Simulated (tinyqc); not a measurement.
Full law against its linear and parabolic limits: Deal-Grove kinetics of thermal oxidation of silicon. Computed by tinyqc, a small Python program. Command: `OMP_NUM_THREADS=1 python tinyqc.py 3009886 3009887 out.jsonl oxide walk`. One thread of a shared host (Intel(R) Xeon(R) Processor @ 2.30GHz), about 0.02 s of CPU time with the checks.

Oxidant diffuses through the oxide and reacts at the interface, so that dx/dt = B/(A + 2x) for the oxide thickness x.

Inputs (values chosen for the exercise, close to those used for silicon): prefactor B0 = 384 um^2/h; activation energy E_B = 0.778 eV; prefactor (B/A)0 = 8.79e+07 um/h; activation energy E_A = 2.06 eV; temperature T = 875 C; oxidant pressure p = 0.1 atm; pressure exponent m of B/A = 1; initial oxide x_i = 0.002 um; time t = 0.14 h.

Ambient: steam. Surface: (100).

Constants: k_B = 8.617333262e-05 eV/K.

Method:
- B = B0 p exp(-E_B/(k_B T)), B/A = (B/A)0 p^m exp(-E_A/(k_B T)), p in atm; A = B/(B/A).
- Temperatures in kelvin are T(C) + 273.15.
- tau = (x_i^2 + A x_i)/B and x = (A/2) [sqrt(1 + 4 B (t + tau)/A^2) - 1], the root of x^2 + A x = B (t + tau).
- Silicon consumed is 0.44 times the oxide grown; the rate is B/(A + 2x).
- Linear limit x = (B/A)(t + tau); parabolic limit x = sqrt(B (t + tau)).

tau = 0.251092 h

length A = 1.85205 um

parabolic constant B = 0.0147679 um^2/h

linear constant B/A = 0.00797381 um/h

Thickness (um):
```
t (h)     full  linear limit  parabolic limit     2x/A
0.05   0.00240       0.00240          0.06668  0.00259
0.1    0.00280       0.00280          0.07201  0.00302
0.25   0.00399       0.00400          0.08602  0.00431
0.5    0.00597       0.00599          0.10532  0.00645
1      0.00992       0.00998          0.13593  0.01072
2      0.01778       0.01795          0.18233  0.01920
4      0.03330       0.03390          0.25056  0.03596
8      0.06361       0.06579          0.34907  0.06869
16     0.12160       0.12958          0.48989  0.13131
32     0.22888       0.25716          0.69013  0.24716
```

What follows from these numbers?

Both limits lie above the full result, since each drops one resistance. The linear law overshoots by 0.13 % in the first row and 12 % in the last, the parabolic law by 2700 % and 200 %. The linear law is the better one in every row, as 2x/A stays below 1.24.
